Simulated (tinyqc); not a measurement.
# Time-dependent dielectric breakdown: cell percolation, Weibull statistics, area scaling and voltage extrapolation, step by step

A worked calculation. Computed by tinyqc, a small Python program that keeps every step. Command: `OMP_NUM_THREADS=1 python tinyqc.py 3015890 3015891 out.jsonl tddb walk`. One thread of a shared host (Intel(R) Xeon(R) Processor @ 2.30GHz), about 0.01 s of CPU time with the checks. Intermediate numbers are printed to about 6 digits and carried at full precision; extremes and crossings named in words are read from the listed rows.

The oxide is divided into columns of area a^2, each holding m = t_ox/a cells (m is taken as continuous). A share lambda(t) = (t/t_1)^alpha of the cells is defective, and a column whose cells are all defective breaks down.

Inputs (values chosen for the exercise, for a model gate oxide):
```
quantity,value,unit
oxide thickness t_ox,2.7,nm
defect cell size a,1.1,nm
exponent alpha of defect growth,0.9,-
time t_1 at which the occupied share would reach 1,5.1e+06,s
test area A,40,um^2
product area A_u,800000,um^2
stress voltage V,3.48,V
use voltage V_u,1.5,V
local exponent n = -d ln t/d ln V at the stress voltage,26,-
activation energy E_a,0.75,eV
stress temperature T,125,C
use temperature T_u,55,C
allowed failure fraction F,0.0001,-
```

Voltage law used: power.

Constants: k_B = 8.617333262e-05 eV/K.

## Weibull parameters from the cell model

Failure fraction F = 1 - (1 - lambda^m)^N with N = A/a^2 columns, which for small lambda^m is 1 - exp(-(t/t63)^beta) with beta = alpha m and t63 = t_1 N^(-1/beta); critical share lambda(t63) = N^(-1/m). 1 um^2 = 1e6 nm^2.

cells per column m = 2.45455

columns N = 3.30579e+07

Weibull slope beta = 2.20909

characteristic life t63 = 2012.72 s

critical share of defective cells = 8.64155e-04

Times between F = 10 % and 90 % span a factor 4.04: the smaller beta = alpha m, the wider the scatter. Caution: t_1 is an input here; in a real oxide it changes with thickness at fixed voltage.

## A sample of breakdown times

uniform random numbers u: [0.7738, 0.6099, 0.3020, 0.6667, 0.2230, 0.8277, 0.5196, 0.2596]

Each device fails at t = t63 (-ln(1 - u))^(1/beta). Sort the times; median rank F_i = (i - 0.3)/(n_s + 0.4) for n_s devices; W = ln(-ln(1 - F_i)).

Weibull plot:
```
i,t (s),F_i,ln t,W
1,1079.09,0.083333,6.98387,-2.44172
2,1168.04,0.202381,7.06309,-1.48667
3,1266.72,0.321429,7.14418,-0.94735
4,1748.86,0.440476,7.46672,-0.54357
5,1958.40,0.559524,7.57988,-0.19857
6,2100.34,0.678571,7.64986,0.12661
7,2408.22,0.797619,7.78664,0.46850
8,2598.69,0.916667,7.86276,0.91024
```

## Fitting the sample

W = ln(-ln(1 - F_i)) with the median ranks F_i. Least squares in W: W = beta ln t - beta ln t63. Maximum likelihood: solve sum t^b ln t/sum t^b - 1/b = mean of ln t for b, then t63 = (mean of t^b)^(1/b).

slope by least squares = 3.11508

t63 by least squares = 2012.54 s

slope by maximum likelihood = 3.78371

t63 by maximum likelihood = 1989.81 s

The true values are beta = 2.209 and t63 = 2010 s. With 8 devices the standard error of the maximum-likelihood slope is about 0.78 beta/sqrt(n_s) = 0.61; the fits miss by +0.91 and +1.57, and t63 by 0 and -1 %.

## Projection to use conditions

All three voltage laws share the slope n at the stress voltage. Factor t(V_u)/t(V): E law exp(n (1 - V_u/V)); 1/E law exp(n (V/V_u - 1)); power law (V/V_u)^n. Temperatures in kelvin are T(C) + 273.15. Temperature factor exp[(E_a/k_B)(1/T_u - 1/T)]; area factor (A/A_u)^(1/beta); percentile factor (-ln(1 - F))^(1/beta); life = t63 x all four; 1 year = 3.15576e7 s.

voltage factor = 3.18191e+09

temperature factor = 105.956

area factor = 0.0112988

percentile factor = 0.0154636

projected life = 3756.93 years

Area and percentile together cost 3.8 decades, voltage and temperature return 11.5; a ten-year target is met. Caution: a voltage factor of more than nine decades rests wholly on the chosen law and cannot be tested.

## Three voltage laws

Life = t63 x voltage, temperature, area and percentile factors, the last three as above.

Log10 of the life in years:
```
V_u/V,V_u (V),E law,1/E law,power law
1.00,3.480,-5.92785,-5.9279,-5.92785
0.95,3.306,-5.36327,-5.3336,-5.34867
0.90,3.132,-4.79869,-4.6732,-4.73816
0.80,2.784,-3.66952,-3.1049,-3.40819
0.70,2.436,-2.54036,-1.0886,-1.90040
0.60,2.088,-1.41119,1.5999,-0.15979
0.50,1.740,-0.28203,5.3638,1.89893
0.40,1.392,0.84714,11.0096,4.41859
```

At V_u/V = 0.9 the laws differ by 0.13 decades at most, and at 0.5 by 5.6. The E law is the most cautious and the 1/E law the most hopeful. Ten years are reached at V_u/V = 0.386 (E), 0.620 (1/E), 0.541 (power). Caution: the rows at low voltage extrapolate over many decades and cannot be tested.

Checks made by the program: Weibull form against the exact column count at t63 (relative difference 9e-09).
